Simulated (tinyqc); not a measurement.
From a target to a composition: model-solid line-up of a strained alloy layer on a substrate.

Problem. A layer of the alloy is strained to the substrate, and its gap (Ec minus the top valence edge) is given. Find x between 0.03 and 0.75, where the gap is monotonic.

All values of the alloy are linear in x but the gap, Eg(x) = (1 - x) Eg_A + x Eg_B - C x (1 - x), and the valence edge, Ev(x) = (1 - x) Ev_A + x Ev_B + fv C x (1 - x); Ec = Ev + Eg. Ev is the top of the unstrained valence band on a scale common to all materials. In the layer only the Gamma valley of the conduction band is followed, also where an X or L valley would lie lower.

Coherent growth on a (111) face: e_par = (a_s - a)/a, e_perp = -(2 C11 + 4 C12 - 4 C44)/(C11 + 2 C12 + 4 C44) e_par; exx = eyy = ezz = (2 e_par + e_perp)/3 and exy = eyz = ezx = (e_perp - e_par)/3.

Strained edges: Ec + ac tr(e); the valence edges are Ev plus the levels of the 6 x 6 matrix of X, Y, Z times spin with -Dso/3 + l exx + m (eyy + ezz) on the diagonal (cyclic), n exy off it, l = av + 2 b, m = av - b, n = sqrt(3) d. Spin-orbit term (Dso/3) L.sigma on X, Y, Z with (L_k)_ij = -i epsilon_kij: <X+|H|Y+> = -i Dso/3, <X+|H|Z-> = Dso/3, <Y+|H|Z-> = -i Dso/3, <Z+|H|X-> = -Dso/3, <Z+|H|Y-> = i Dso/3, <X-|H|Y-> = i Dso/3, and their conjugates; + and - are the spin along z.

Parameters, chosen for this exercise (A near GaAs, B near GaP, substrate near GaAs; the results hold for these values, not for the real material): a = (5.66, 5.443) angstrom (lattice constant of A, B); Eg = (1.531, 2.892) eV (gap at Gamma to the s-like level of A, B); Dso = (0.344, 0.081) eV (spin-orbit splitting of A, B); Ev = (-0.8, -1.25) eV (top of the unstrained valence band of A, B); ac = (-7.07, -8.25) eV (conduction deformation potential of A, B); av = (1.18, 1.7) eV (valence hydrostatic potential of A, B); b = (-2, -1.62) eV (tetragonal shear potential of A, B); d = (-4.84, -4.64) eV (trigonal shear potential of A, B); C11 = (122.9, 141.1) GPa (of A, B); C12 = (57.3, 61.8) GPa (of A, B); C44 = (60.7, 71) GPa (of A, B); C = 0.165 eV (bowing of the gap); fv = 0.2 (share of the bowing taken by the valence edge); a_s = 5.66 angstrom (substrate); face = 111 (growth face).

strained gap = 1.859765 eV

Find: x; e_par; gap of the relaxed alloy.

Solution. Bisect on x; the strained gap is 1.5476 eV at x = 0.03 and 1.8892 eV at x = 0.75.

x = 0.680
e_par = 2.677 %
gap of the relaxed alloy = 2.421 eV

Computed by tinyqc, a small Python program: `OMP_NUM_THREADS=1 python tinyqc.py 1081477 1081478 out.jsonl` (the numbers bound the seed that draws the inputs); one thread of a shared host (Intel(R) Xeon(R) Processor @ 2.30GHz), about 0.02 s for the whole set of steps.
